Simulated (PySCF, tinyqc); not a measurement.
Inside a calculation. Method: RHF in the 6-31g basis, for H3-, spin multiplicity 1. The basis has no diffuse functions, so it cannot describe the extra electron: this is an exercise in the method, not the real anion. The lowest restricted solution is unstable here: a spin-polarised one lies 0.0005 hartree lower (PySCF). One step of it, computed by the program tinyqc.

Problem. Iteration 3: DIIS coefficients. Solve [B -1; -1 0][c; lambda] = [0; -1] for the coefficients, which sum to one.

B (overlaps of the stored error matrices):
```
               1              2              3
1  4.8168248e-01  7.0250308e-02  5.6039680e-04
2  7.0250308e-02  1.1898205e-02  4.3921050e-04
3  5.6039680e-04  4.3921050e-04  8.5744195e-05
```

Give: DIIS coefficients.

Solution.

DIIS coefficients: 0.036  -0.258  1.222
